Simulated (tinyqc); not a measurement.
Gas flow in a process chamber: flow regimes, conductance, effective pumping speed, pump-down, outgassing and purge: one step, computed by the program tinyqc. Command: `OMP_NUM_THREADS=1 python tinyqc.py 3121017 3121018 out.jsonl pump walk`. One thread of a shared host (Intel(R) Xeon(R) Processor @ 2.30GHz), about 0.08 s of CPU time with the checks.

Ideal gas, isothermal flow, a pump of constant speed at the end of a round pipe; process gas, volume gas and outgassing are given the same properties. 1 sccm = 101325 Pa x 1e-6 m^3/60 s x T/273.15 K.

Question. Molecular flow. Mean speed c = sqrt(8 k_B T/(pi m)); aperture conductance C_a = c pi d^2/16; molecular pipe C_m = C_a/(1 + 3 l/(4 d)) (Dushman form); viscous pipe C_v = pi d^4 p_mean/(128 eta l); Knudsen interpolation C = C_v + C_m (1 + x)/(1 + 1.24 x), x = d p_mean sqrt(m/(k_B T))/eta. Effective speed 1/S_eff = 1/S + 1/C_m; time constant V/S_eff; pressure at which the free path k_B T/(sqrt2 pi d_m^2 p) equals d.

Inputs (values chosen for the exercise, modelled on nitrogen near room temperature): molar mass M = 28.01 g/mol; molecular diameter = 0.37 nm; temperature T = 300 K; chamber volume V = 150 L; pipe diameter d = 10 cm; pipe length l = 53 cm; pump speed S = 740 L/s.

Constants: k_B = 1.380649e-23 J/K; u = 1.6605390666e-27 kg.

Give: mean speed c; C_a; C_m; S_eff in molecular flow; time constant; pressure where the free path equals d.

Answer.

mean speed c = 476.20 m/s

C_a = 935.02 L/s

C_m = 187.94 L/s

S_eff in molecular flow = 149.88 L/s

time constant = 1.0008 s

pressure where the free path equals d = 0.068098 Pa

The pipe passes on 20 % of the pump speed; a larger pump would gain little, since S_eff cannot exceed C_m.
